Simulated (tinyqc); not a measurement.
# MOS structure on a p-type body, non-linear Poisson equation by Newton steps: what changes with what

One dimension, insulator interface at x = 0, acceptor density Na, uniform, net doping C = -(acceptor density). psi is counted from the intrinsic level: n = ni exp((psi - Vb)/Vt), p = ni exp(-psi/Vt); deep in the body psi_b = -Vt ln(Na/ni). The gate acts through Cox = eps0 eox/tox and has the potential psi_G = Vg - (phiM - chi - Vt ln(Nc/ni)). Boltzmann statistics, full ionisation, classical densities, no oxide or interface charge.

Values chosen for this exercise; band and dielectric values close to those of silicon: temperature T = 300 K; band gap Eg = 1.13 eV; relative permittivity eps_r = 11.5; conduction-band density of states at T Nc = 2.83e19 cm^-3; valence-band density of states at T Nv = 2.61e19 cm^-3; electron affinity chi = 4.03 eV; acceptor density deep in the body Na = 9e15 cm^-3; relative permittivity of the gate insulator (close to silicon dioxide) eox = 3.9; insulator thickness tox = 11 nm; gate work function phiM = 4.63 eV; electron quasi-Fermi potential against the body Vb = 1.3 V.

Constants: q = 1.602176634e-19 C, kB = 1.380649e-23 J/K, Vt = kB T/q, eps0 = 8.8541878128e-14 F/cm where lengths are in cm. Results are converted to the units shown.

Each table varies one quantity; the others keep the values above.

## Charge and capacitance against gate voltage

ni = sqrt(Nc Nv) exp(-Eg/(2 Vt)), Eg in volts. The Poisson equation d/dx(eps0 eps_r dpsi/dx) = -q (p - n + C), with eps0 eps_r dpsi/dx = -Cox (psi_G - psi_0) at x = 0, is solved on a mesh of about 600 nodes or more. N_inv is the integral of n less its value deep in the body. C_LF = Cox (1 - dpsi_0/dVg) with all carriers following; C_HF is the same with the electron quasi-Fermi level shifting uniformly so that N_inv stays fixed. The centroid is that of the same excess.

Results:
```
Vg (V)	psi_0 - psi_b (V)	N_inv (cm^-2)	C_LF/Cox	C_HF/Cox	centroid (nm)
1.7	1.79	6.33e5	0.0610	0.0609	3.71
1.85	1.94	1.42e8	0.0612	0.0588	3.56
2.01	2.07	2.74e10	0.367	0.0569	3.39
2.16	2.13	2.05e11	0.777	0.0564	3.08
2.47	2.17	7.27e11	0.910	0.0563	2.52
2.63	2.18	1.01e12	0.930	0.0563	2.31
2.78	2.19	1.29e12	0.942	0.0563	2.15
2.94	2.20	1.59e12	0.951	0.0563	2.00
3.09	2.21	1.87e12	0.957	0.0563	1.88
```

Estimate the missing row, Vg = 2.32 V.

Computed row:
```
Vg (V)	psi_0 - psi_b (V)	N_inv (cm^-2)	C_LF/Cox	C_HF/Cox	centroid (nm)
2.32	2.16	4.65e11	0.874	0.0563	2.77
```

With this row back in the table: N_inv goes from 6.33e5 to 1.87e12 cm^-2 and passes 2e11 cm^-2 at Vg = 2.16 V. Below threshold it takes 63.8 mV a decade between Vg = 1.7 and 1.85 V, against Vt ln 10 = 59.5 mV. C_LF/Cox is lowest, 0.0610, at Vg = 1.7 V among the rows listed and ends at 0.957, while C_HF/Cox ends at 0.0563. Between the last two rows q dN_inv/dVg is 0.953 Cox. Where the classical centroid is under about 2 nm, confinement would move the charge away from the interface and raise the threshold.

## Effect of the electron quasi-Fermi potential against the body on threshold, swing and body effect

VT is the Vg at which N_inv = 2e11 cm^-2. m = 1/(dpsi_0/dVg) at N_inv = 1e8 cm^-2; the swing is the Vg between N_inv = 1e8 and 1e9 cm^-2; body coefficient [VT(Vb + 0.05 V) - VT(Vb)]/0.05 V - 1.

Result of one run:
```
Vb (V)	VT (V)	psi_0 - psi_b at VT (V)	m - 1	swing (mV/decade)	body coefficient
0.6	1.41	1.42	0.0809	65.4	0.0810
```

What becomes of these results when the electron quasi-Fermi potential against the body Vb is changed from 0.6 to 1.8 V, all else the same?

Result of the changed run:
```
Vb (V)	VT (V)	psi_0 - psi_b at VT (V)	m - 1	swing (mV/decade)	body coefficient
1.8	2.69	2.63	0.0576	63.6	0.0578
```

The whole series:
```
Vb (V)	VT (V)	psi_0 - psi_b at VT (V)	m - 1	swing (mV/decade)	body coefficient
0	0.749	0.818	0.115	68.1	0.111
0.3	1.08	1.12	0.0934	66.3	0.0926
0.6	1.41	1.42	0.0809	65.4	0.0810
0.9	1.73	1.73	0.0725	64.7	0.0728
1.2	2.05	2.03	0.0663	64.3	0.0666
1.5	2.37	2.33	0.0615	63.9	0.0618
1.8	2.69	2.63	0.0576	63.6	0.0578
```

As Vb goes from 0 to 1.8, VT rises from 0.749 to 2.69 V, the swing falls from 68.1 to 63.6 mV/decade and the body coefficient falls from 0.111 to 0.0578. The swing stays within 2.6 % of m Vt ln 10, and the body coefficient within 0.0037 of m - 1.

Program tinyqc, `OMP_NUM_THREADS=1 python tinyqc.py 2080019 2080020 out.jsonl`; Intel Xeon 2.30GHz, shared host, one thread, about 0.3 s.
